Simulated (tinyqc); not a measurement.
Three structures under pressure: Born-Mayer model of an ionic crystal AB. Computed by tinyqc, a small Python program. Command: `OMP_NUM_THREADS=1 python tinyqc.py 3002601 3002602 out.jsonl bornmayer walk`. One thread of a shared host (Intel(R) Xeon(R) Processor @ 2.30GHz), about 0.01 s of CPU time with the checks.

Energies are per ion pair and r is the nearest distance of unlike ions.

Inputs (values chosen for the exercise, for a model salt): ionic charge z = 1; unlike repulsion lambda = 579 eV; range rho = 0.35 angstrom.

Structure: zinc blende. Short range: nearest neighbours only.

Constants: e^2/(4 pi eps_0) = 14.39964548 eV angstrom; 1 eV/angstrom^3 = 160.2176634 GPa.

Method:
- Madelung constant M, unlike neighbours z1, like neighbours z2 at f r, volume per pair: rock salt 1.747565, 6, 12, sqrt2, 2 r^3; caesium chloride 1.762675, 8, 6, 2/sqrt3, 8 r^3/(3 sqrt3); zinc blende 1.638055, 4, 12, sqrt(8/3), 16 r^3/(3 sqrt3).
- U(r) = -M z^2 e^2/(4 pi eps_0 r) + z1 lambda exp(-r/rho).
- With the volume written as c r^3, under pressure take the root at the minimum of the enthalpy and solve U'(r) + 3 c r^2 P = 0; H = U + P V; B = (U'' - 2 U'/r)/(9 c r).

Enthalpy (eV per pair):
```
P (GPa)    rock salt  caesium chloride  zinc blende
0        -7.8229e+00           -7.5918       -7.708
2        -7.2872e+00           -7.1177       -7.027
5        -6.5473e+00           -6.4566       -6.107
10       -5.4248e+00           -5.4449       -4.740
20       -3.4343e+00           -3.6338       -2.366
40       -2.0626e-02           -0.4952        1.620
70        4.3341e+00            3.5486        6.608
100       8.1527e+00            7.1217       10.919
```

volumes at zero pressure (angstrom^3): rock salt 44.714, caesium chloride 39.370, zinc blende 57.748

What does the comparison show, and why?

At zero pressure the order is rock salt < zinc blende < caesium chloride. Between 5 and 10 GPa the lowest enthalpy passes from rock salt to caesium chloride. Pressure favours the denser structure, through P V. The Madelung constants, the number of repulsive contacts and the volumes (44.7, 39.4, 57.7 angstrom^3 at P = 0) all matter. Caution: rigid ions with fixed charges leave out polarisation and covalency, so such models often misplace transition pressures.

Extremes, crossings and ranges named in words are read from the listed rows.
